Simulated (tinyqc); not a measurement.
Joint density of states against eps2: interband optics of a two-band s-p chain from momentum matrix elements.

H(k) = [[Es - 2 ts cos ka, 2i V sin ka], [-2i V sin ka, Ep_ + 2 tp cos ka]] in the basis s, p; the lower band is full, with two electrons a cell. The velocity operator times hbar is W = dH/dk (eV angstrom); intra-atomic dipoles are left out.

With w(k) = |<c|W|v>|^2 and D(k) = Ec - Ev, on the mesh k_j = (j + 1/2)/N (2 pi/a): eps(E) = 1 + (8 pi e2/(a Ar)) mean_j (w/D^2) [1/(D - E - i eta) + 1/(D + E + i eta)], e2 = e^2/(4 pi eps0); light polarised along the chains, no local fields.

Constants: e^2/(4 pi eps0) = 14.39964547 eV angstrom.

Parameters, chosen for this exercise:
- a = 2.7 angstrom (period)
- Es = 2.53 eV (upper orbital (s))
- Ep_ = -3.28 eV (lower orbital (p))
- ts = 0.53 eV (s-s hopping)
- tp = 0.4 eV (p-p hopping)
- V = 1.13 eV (s-p hopping)
- Ar = 6.5 angstrom^2 (cross-section per chain)
- eta = 0.15 eV (Lorentzian half width)

Mesh of 2000 points. J(E) = mean of (eta/pi)/((E - D)^2 + eta^2). The fourth column is J times the constant (8 pi^2 e2/(a Ar)) mean(w/D^2). R = |(sqrt(eps) - 1)/(sqrt(eps) + 1)|^2.

Spectrum:

| E (eV) | J (1/eV) | eps2 | eps2 with constant element | eps1 | R |
|---|---|---|---|---|---|
| 3.35 | 0.016 | 1.532 | 0.511 | 10.745 | 0.287 |
| 3.81 | 0.080 | 10.089 | 2.589 | 18.498 | 0.425 |
| 4.27 | 0.155 | 15.513 | 5.046 | -3.589 | 0.546 |
| 4.73 | 0.121 | 6.669 | 3.928 | -4.386 | 0.540 |
| 5.19 | 0.112 | 3.239 | 3.634 | -2.862 | 0.514 |
| 5.65 | 0.113 | 1.631 | 3.660 | -1.298 | 0.422 |
| 6.11 | 0.121 | 0.876 | 3.936 | 0.220 | 0.119 |
| 6.57 | 0.141 | 0.689 | 4.575 | 1.914 | 0.038 |
| 7.03 | 0.189 | 1.342 | 6.137 | 4.435 | 0.139 |
| 7.49 | 0.419 | 7.555 | 13.597 | 10.177 | 0.338 |
| 7.95 | 0.365 | 8.505 | 11.862 | -11.313 | 0.728 |
| 8.41 | 0.054 | 1.215 | 1.756 | -5.085 | 0.842 |

What can be read from this table?

Transitions span 3.950 to 7.815 eV. Among the energies listed J peaks at 7.49 eV and eps2 at 4.27 eV. The ratio of eps2 to the constant-element value is 3.07 at 4.27 eV and 0.56 at 7.49 eV: w/D^2 is 2.386 angstrom^2 at the zone centre and 0.633 at the edge.

Computed by tinyqc, a small Python program: `OMP_NUM_THREADS=1 python tinyqc.py 1682629 1682630 out.jsonl` (the numbers bound the seed that draws the inputs); one thread of a shared host (Intel(R) Xeon(R) Processor @ 2.30GHz), about 0.01 s for the whole set of steps.
